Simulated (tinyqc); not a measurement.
Worked calculation: conductance of a narrow metal strip with scatterers (square lattice, Green functions). Values are carried at full precision from step to step, so a last printed digit may differ when a step is redone from the rounded ones.

A strip of W sites across with hard walls, site energy 0 and hopping -t. Mode n = 1 to W has profile chi_n(j) = sqrt(2/(W + 1)) sin(n j pi/(W + 1)) and energy en = -2t cos(n pi/(W + 1)); E = en - 2t cos(kn a). With z_n = exp(i kn a) (Im k > 0 for closed modes, |z| < 1) each lead gives the self-energy -t z_n in mode n. One column carries the site energies v, here a uniform barrier across the strip, as of a grain boundary. In the mode basis V_nm = sum_j chi_n(j) v_j chi_m(j), G = (E - en + 2 t z_n - V)^-1, and t_nm = 2t sqrt(sin(kn a) sin(km a)) G_nm in size for open modes. T = sum |t_nm|^2, conductance (2e^2/h) T.

Constants: e^2/h = 3.874045865e-05 S.

Inputs chosen for the exercise (hopping and spacing of the size met in Cu or Al; the lattice is a model; the results hold for these values, not for the real material): t = 1.6 eV (hopping); a = 2.69 angstrom (spacing); W = 4 (sites across); E = -2.47 eV (Fermi energy); v = (1, 1, 1, 1) eV (site energies in the scattering column).

## Modes at the Fermi energy

For each n: en, cos(kn a) = (en - E)/(2t), z_n and the velocity 2 t a sin(kn a) (zero if closed).

Modes:
```
n  en (eV)  cos(k a)                  z  dE/dk (eV angstrom)
1  -2.5889  -0.03714  -0.03714+0.99931i               8.6021
2  -0.9889   0.46286   0.46286+0.88643i               7.6304
3   0.9889   1.08089            0.67061               0.0000
4   2.5889   1.58089            0.35647               0.0000
```

2 of 4 modes are open, so the clean strip has a resistance of 6453 ohm, whatever its length.

## The scatterer in the mode basis

Form V_nm.

V (eV), rows n=1, n=2, n=3, n=4 and columns alike:
```
[[1.0000, 0, 0, 0],
 [0, 1.0000, 0, 0],
 [0, 0, 1.0000, 0],
 [0, 0, 0, 1.0000]]
```

A uniform column does not mix the modes.

## Green function and transmission

E - en + 2 t z_n = 2t (z_n - cos(kn a)). Invert, form |t_nm|^2 = (2t)^2 Im(z_n) Im(z_m) |G_nm|^2 and sum. The added resistance is 1/(2 (e^2/h) T) less the same for the clean strip.

G (1/eV), rows n=1, n=2, n=3, n=4 and columns alike:
```
[[-0.0891-0.2849i, 0.0000, 0.0000, 0.0000],
 [0.0000, -0.1105-0.3136i, 0.0000, 0.0000],
 [0.0000, 0.0000, -0.4324, 0.0000],
 [0.0000, 0.0000, 0.0000, -0.2033]]
```

|t_nm|^2, rows n=1, n=2, n=3, n=4 and columns alike:
```
[[0.9109, 0, 0, 0],
 [0, 0.8895, 0, 0],
 [0, 0, 0, 0],
 [0, 0, 0, 0]]
```

T = 1.8004
added resistance = 716 ohm

Mode 2 passes least (0.889) and mode 1 most (0.911); 0.0 % of the transmitted flux changes mode.

## Checks

- Transmitted plus reflected flux against the number of open modes: both 2.00000.

(tinyqc, `OMP_NUM_THREADS=1 python tinyqc.py 1480447 1480448 out.jsonl`, Intel(R) Xeon(R) Processor @ 2.30GHz, 1 thread, shared host, about 0.01 s.)
